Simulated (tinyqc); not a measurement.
Inside a calculation. Model: double-gate transistor, scale length and short-channel effects.

Program tinyqc, `OMP_NUM_THREADS=1 python tinyqc.py 2420079 2420080 out.jsonl`; Intel Xeon 2.30GHz, shared host, one thread, about 0.01 s. Printed values are rounded.

A body of thickness ts between two insulators of thickness ti and two tied gates. Below threshold the potential that source and drain add obeys Laplace's equation and vanishes on the gate. Its lowest mode decays along the channel as exp(-k y); k is the smallest positive root of the matching condition at the interface, and the scale length is Lambda = pi/k.

Values chosen for this exercise; permittivities: semiconductor close to that of indium arsenide, insulator close to that of hafnium oxide:
- T = 300 K (temperature)
- eps_r = 15.2 (relative permittivity of the semiconductor)
- ei = 21.7 (relative permittivity of the insulator)
- ti = 12 nm (insulator thickness)
- ts = 13 nm (body thickness)
- L = 97 nm (channel length)
- Vbi = 0.87 V (potential of the source)
- sT = 0.39 V (potential of the barrier top at threshold)
- VTL = 0.45 V (long-channel threshold)
- m = 1 (long-channel body factor)
- Vds = 1 V (drain voltage)

Constants: q = 1.602176634e-19 C, kB = 1.380649e-23 J/K, Vt = kB T/q. Results are converted to the units shown.

## Scan of the matching condition

k, point 0 to 7 (1/nm): 0.015  0.03  0.045  0.06  0.075  0.09  0.105  0.12

f(k) = ei cos(k ti) cos(k ts/2) - eps_r sin(k ti) sin(k ts/2).

f(k), point 0 to 7: 20.9831  18.8865  15.5683  11.2786  6.3403  1.1244  -3.9782  -8.5865

The first change of sign lies between k = 0.09 and 0.105 1/nm.

## Iteration 1: decay constant by Newton steps

k at the start = 0.105 1/nm

f(k) = ei cos(k ti) cos(k ts/2) - eps_r sin(k ti) sin(k ts/2); f' by a central difference with +/- 1e-5 1/nm; k(new) = k - f/f'.

f = -3.97815
f' = -327.774 nm
k after iteration 1 = 0.0928631 1/nm

## Iteration 2: decay constant by Newton steps

As before.

f = 0.129707
f' = -346.373 nm
k after iteration 2 = 0.0932376 1/nm

## Course of the iteration: decay constant by Newton steps

Stop when k changes by less than 1e-10 1/nm, or after 30 iterations.

Course of the iteration:
```
iteration	k (1/nm)	|change| (1/nm)
1	0.0928631	0.0121
2	0.0932376	3.74e-4
3	0.0932378	1.73e-7
4	0.0932378	3.73e-14
```

Converged in 4 iterations. At the end the number of correct digits about doubles with each step.

## Scale length against simple estimates

k = 0.0932378 1/nm

Lambda = pi/k and l = 1/k. A parabolic potential across the structure gives l(parabolic) = sqrt((eps_r/(2 ei)) ts ti (1 + ei ts/(4 eps_r ti))).

Lambda = 33.6944 nm
l = 10.7253 nm
l(parabolic) = 8.70408 nm

The parabolic estimate is 19 % below l.

## Threshold shift, barrier position and swing

Along the channel psi(y) = s + a exp(y/l) + b exp(-y/l) with psi(0) = Vbi, psi(L) = Vbi + Vds and l = 1/k = Lambda/pi; with A = Vbi - s, B = A + Vds, x = exp(-L/l): a = (B - A x) x/(1 - x^2), b = (A - B x)/(1 - x^2). The minimum is s + 2 sqrt(a b), at y = (l/2) ln(b/a). The long-channel potential follows the gate as s = sT + (Vg - VTL)/m, and the threshold VT is the gate voltage at which the minimum equals sT. Swing = m Vt ln 10/g at threshold, g = d(minimum)/ds = 1 - (b x + a)/((1 + x) sqrt(a b)).

s at threshold = 0.371212 V
a = 1.76985e-4 V
b = 0.498611 V
position of the minimum = 42.5982 nm
VT = 0.431212 V
swing = 61.0593 mV/decade

The threshold lies 18.8 mV below the long-channel value, and the barrier top sits at 0.44 L from the source.
